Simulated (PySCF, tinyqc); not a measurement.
Worked calculation: FCI on RHF in the sto-3g basis, for H3-, spin multiplicity 1. The basis has no diffuse functions, so it cannot describe the extra electron: this is an exercise in the method, not the real anion. The lowest restricted solution is unstable here: a spin-polarised one lies 0.1376 hartree lower (PySCF). One step of it, computed by the program tinyqc.

Question. FCI: roots. Diagonalise (each vector has its largest component positive (the first on a tie)); all determinants have Ms = 0, so triplets appear too. The lowest singlet root is the correlation energy.

Occupation strings over the orbitals (2 doubly, a alpha, b beta, 0 empty; spin orbitals ordered 1a 1b 2a 2b ...): 220 2ab a2b 2ba b2a 202 ab2 ba2 022

H - E(HF) between determinants (hartree):
```
           220        2ab        a2b        2ba        b2a        202        ab2        ba2
220   0.000000   0.000000   0.000000   0.000000   0.000000   0.039521   0.080104  -0.080104
2ab   0.000000  -0.137564   0.005562  -0.039521   0.080104   0.000599  -0.000396   0.000661
a2b   0.000000   0.005562   0.404776   0.080104  -0.185336   0.000396  -0.000146  -0.000083
2ba   0.000000  -0.039521   0.080104  -0.137564   0.005562  -0.000599   0.000661  -0.000396
b2a   0.000000   0.080104  -0.185336   0.005562   0.404776  -0.000396  -0.000083  -0.000146
202   0.039521   0.000599   0.000396  -0.000599  -0.000396   0.255778  -0.210549   0.210549
ab2   0.080104  -0.000396  -0.000146   0.000661  -0.000083  -0.210549   0.374148  -0.087120
ba2  -0.080104   0.000661  -0.000083  -0.000396  -0.000146   0.210549  -0.087120   0.374148
022   0.185336  -0.000083   0.000061   0.000083  -0.000061   0.087120  -0.044456   0.044456

           022
220   0.185336
2ab  -0.000083
a2b   0.000061
2ba   0.000083
b2a  -0.000061
202   0.087120
ab2  -0.044456
ba2   0.044456
022   0.853326
```

Give: lowest roots of this matrix, relative to E(HF); lowest vectors; <S^2> of these roots; weight of the ground state by excitation level 0, 1, 2, ....

Answer.

lowest roots of this matrix, relative to E(HF) (hartree): [-0.1948, -0.1060, -0.1030, 0.0931, 0.2372, 0.2870, 0.5981, 0.6554]

lowest vectors, order 220, 2ab, a2b, 2ba, b2a, 202, ab2, ba2, 022:
$$\begin{pmatrix}
0.0000 & -0.0239 & 0.8338 & 0.4903 \\
0.6925 & 0.7028 & 0.0199 & 0.0009 \\
-0.1432 & 0.0753 & 0.0023 & -0.0004 \\
0.6925 & -0.7028 & -0.0199 & -0.0009 \\
-0.1432 & -0.0753 & -0.0023 & 0.0004 \\
0.0000 & 0.0086 & -0.3696 & 0.7436 \\
-0.0004 & 0.0083 & -0.2683 & 0.2981 \\
-0.0004 & -0.0083 & 0.2683 & -0.2981 \\
0.0000 & 0.0047 & -0.1529 & -0.1699
\end{pmatrix}$$

<S^2> of these roots: [2.0000, 0.0000, 0.0000, 0.0000, 2.0000, 2.0000, 0.0000, 0.0000]

weight of the ground state by excitation level 0, 1, 2, ...: [0.0000, 1.0000, 0.0000]

The lowest root is not a singlet, so the reference has no weight in it by spin; the weights shown are those of that root. A root of higher spin lies below E(HF).
